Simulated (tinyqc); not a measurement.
One anharmonic mode: perturbation theory, self-consistent phonons and exact levels: one step, computed by the program tinyqc. Command: `OMP_NUM_THREADS=1 python tinyqc.py 3029971 3029972 out.jsonl scp walk`. One thread of a shared host (Intel(R) Xeon(R) Processor @ 2.30GHz), about 0.04 s of CPU time with the checks.

V(x) = k x^2/2 + b x^4 for one coordinate x of mass M. A constant K > 0 gives hbar Omega = sqrt((hbar^2/u) K/M) with K in eV/angstrom^2 and M in u.

Task: Self-consistent results. Self-consistent phonon, centred at x = 0: K = k + 12 b <x^2>, <x^2> = (hbar Omega/(2K)) coth(hbar Omega/(2 k_B T)). Its free energy is F = k_B T ln[2 sinh(hbar Omega/(2 k_B T))] + (k - K)<x^2>/2 + 3 b <x^2>^2, an upper bound to the exact one.

Inputs (values chosen for the exercise, for a model mode):

| quantity | value | unit |
|---|---|---|
| mode mass M | 81.1 | u |
| harmonic constant k | 19 | eV/angstrom^2 |
| quartic constant b | 203 | eV/angstrom^4 |
| temperature T | 140 | K |

Shape: single well.

self-consistent K = 21.16386 eV/angstrom^2

Constants: hbar^2/u = 4.18015928e-03 eV angstrom^2; k_B = 8.617333262e-05 eV/K.

Give: self-consistent quantum; self-consistent <x^2>; self-consistent free energy.

Result:

self-consistent quantum = 33.028 meV

self-consistent <x^2> = 8.8829e-04 angstrom^2

self-consistent free energy = 15.226 meV
